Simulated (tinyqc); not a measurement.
Worked calculation: Boltzmann transport in a parabolic band with a power-law relaxation time. Values are carried at full precision from step to step, so a last printed digit may differ when a step is redone from the rounded ones.

F_j(eta) = (1/Gamma(j + 1)) integral_0^infinity x^j dx/(1 + exp(x - eta)), which tends to exp(eta) for eta << 0.

n = N F_1/2(eta) with N = 2 (m kB T/(4 pi c))^(3/2) with c = hbar^2/2m0, in 1/angstrom^3; times 1e24 for 1/cm^3, m = md.

Constants: hbar^2/2m0 = 3.80998211 eV angstrom^2; kB = 8.617333262e-05 eV/K.

Parameters, chosen for this exercise (masses near those of Ge; tau0 is set for a mobility of the usual size at this n, kL is a free input; freeze-out and phonon drag, which matter near 77 K, are left out; shifted at random, so the results belong to these values and not to a real crystal): n = 3.1e+17 1/cm^3 (electron density); md = 0.56 m0 (density-of-states mass); T = 400 K; r = -0.5 (exponent of tau); tau0 = 73 fs (tau at E = kT); mc = 0.1196 m0 (conductivity mass); kL = 2.6 W/(m K) (lattice thermal conductivity).

## Reduced Fermi level

Solve for eta.

N = 1.619e+19 1/cm^3
eta = -3.9488

## Integrals for r = -0.5 (acoustic phonons)

tau = tau0 x^r with x = E/kT. With K_j = Gamma(j + 1) F_j(eta): <tau> = tau0 (r + 3/2) K_(r+1/2)/((3/2) K_(1/2)); mu = <tau>/(mc m0/e), m0/e = 5.685630e-12 kg/C; Hall factor rH = (3/2) K_(1/2) (2r + 3/2) K_(2r+1/2)/((r + 3/2) K_(r+1/2))^2; Seebeck S = -(kB/e) [(r + 5/2) K_(r+3/2)/((r + 3/2) K_(r+1/2)) - eta]; Lorenz number L = (kB/e)^2 [(r + 7/2) K_(r+5/2)/((r + 3/2) K_(r+1/2)) - ((r + 5/2) K_(r+3/2)/((r + 3/2) K_(r+1/2)))^2]; kB/e in V/K. Valley anisotropy is left out of rH.

Evaluate F_j and K_j for j = 1/2, r + 1/2, r + 3/2, r + 5/2 and 2r + 1/2 (each value once).

F_j and K_j:
```
j          F_j       K_j
0.5   0.019147  0.016969
0.0   0.019094  0.019094
1.0   0.019185  0.019185
2.0   0.019231  0.038462
-0.5  0.019018  0.033709
```

## Transport coefficients

Form the ratios; u is the mean energy carried, in kT.

<tau>/tau0 = 0.750
rH = 1.177
u = 2.010
S = -513.5 microvolt/K
L = 1.489 1e-8 W ohm/K^2

The non-degenerate limits are rH = 1.178, u = r + 5/2 = 2 and L = (r + 5/2)(kB/e)^2 = 1.485; the degenerate ones are rH = 1 and L = 2.443.

## Mobility, conductivity and figure of merit

mu = <tau>/(mc m0/e) with m0/e = 5.685630e-12 kg/C; sigma = e n mu, e = 1.602176634e-19 C; Hall mobility rH mu; power factor S^2 sigma; ZT = S^2 sigma T/(kL + L sigma T), all in SI units.

mu = 805 cm^2/(V s)
Hall mobility = 948 cm^2/(V s)
sigma = 40.0 S/cm
power factor = 1.05 mW/(m K^2)
electronic thermal conductivity = 0.0238 W/(m K)
ZT = 0.16

A Hall measurement read with rH = 1 would give a density of 2.63e+17 1/cm^3. Electrons carry 0.91 % of the heat. kL is far below that of crystalline Ge, so ZT is too high for it.

## Checks

- Seebeck coefficient against direct integration over -df/dE (microvolt/K): both -513.5.

Run: tinyqc, `OMP_NUM_THREADS=1 python tinyqc.py 1651751 1651752 out.jsonl`; Intel(R) Xeon(R) Processor @ 2.30GHz, one thread, shared host; about 0.01 s of CPU time with all checks.
